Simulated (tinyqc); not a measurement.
# Changing the height L

Model: global model of a low-pressure process discharge: electron temperature, density, ion flux and ion energy. Computed by tinyqc, a small Python program. Command: `OMP_NUM_THREADS=1 python tinyqc.py 3110017 3110018 out.jsonl plasma sweep`. One thread of a shared host (Intel(R) Xeon(R) Processor @ 2.30GHz), about 0.01 s of CPU time with the checks.

Maxwellian electrons with temperature T_e in eV, one positive ion, no negative ions, uniform bulk density n; rate constants have the Arrhenius form.

Inputs (values chosen for the exercise, of the order of those of an inductive discharge in a simple atomic gas):
```
quantity                      value   unit
ion mass M                       19      u
ionisation prefactor K0     3.1e-14  m^3/s
ionisation energy E_iz         13.1     eV
excitation prefactor X0     1.1e-14  m^3/s
excitation energy E_ex         10.2     eV
elastic rate constant K_el  1.7e-13  m^3/s
ion-neutral cross section   9.7e-19    m^2
pressure p                     0.42     Pa
gas temperature T_g             400      K
radius R                         21     cm
absorbed power P                370      W
```

Constants: k_B = 1.380649e-23 J/K; e = 1.602176634e-19 C; u = 1.6605390666e-27 kg; m_0 = 9.1093837015e-31 kg.

Method:
- n_g = p/(k_B T_g); lambda_i = 1/(n_g sigma); h_L = 0.86/sqrt(3 + L/(2 lambda_i)), h_R = 0.8/sqrt(4 + R/lambda_i); A_eff = 2 pi R^2 h_L + 2 pi R L h_R; d_eff = pi R^2 L/A_eff.
- Particle balance: K0 exp(-E_iz/T_e) n_g d_eff = u_B, u_B = sqrt(e T_e/M).
- Root found by bracketing.
- E_c = E_iz + (X0 exp(-E_ex/T_e) E_ex + K_el (3 m_0/M) T_e)/K_iz; wall potential V_s = (T_e/2) ln(M/(2 pi m_0)); E_T = E_c + 2 T_e + T_e/2 + V_s; n = P/(e u_B A_eff E_T); ion current density J = e h_L n u_B; ionised share n/n_g.

One run for each value:
```
height L (cm)  T_e (eV)  ion current density J (mA/cm^2)  plasma density n (1/cm^3)  d_eff (cm)
2.0               5.859                            2.181                  5.609e+10        2.16
3.1               4.649                            2.437                  7.409e+10        3.45
4.7               3.909                            2.557                  9.061e+10        5.39
7.2               3.377                            2.549                  1.062e+11        8.50
11.0              2.994                            2.394                  1.184e+11       13.14
17.0              2.709                            2.080                  1.239e+11       19.81
26.0              2.512                            1.655                  1.193e+11       27.85
40.0              2.378                            1.187                  1.044e+11       36.41
```

Over the rows, T_e (eV) falls from 5.86 to 2.38 (exponent d ln y / d ln x -0.53 between the first rows and -0.13 between the last); ion current density J (mA/cm^2) goes from 2.18 through a maximum among these rows, 2.56 at 4.70, to 1.19; plasma density n (1/cm^3) goes from 5.61e10 through a maximum among these rows, 1.24e11 at 17.0, to 1.04e11.

Extremes, crossings and ranges named in words are read from the listed rows.
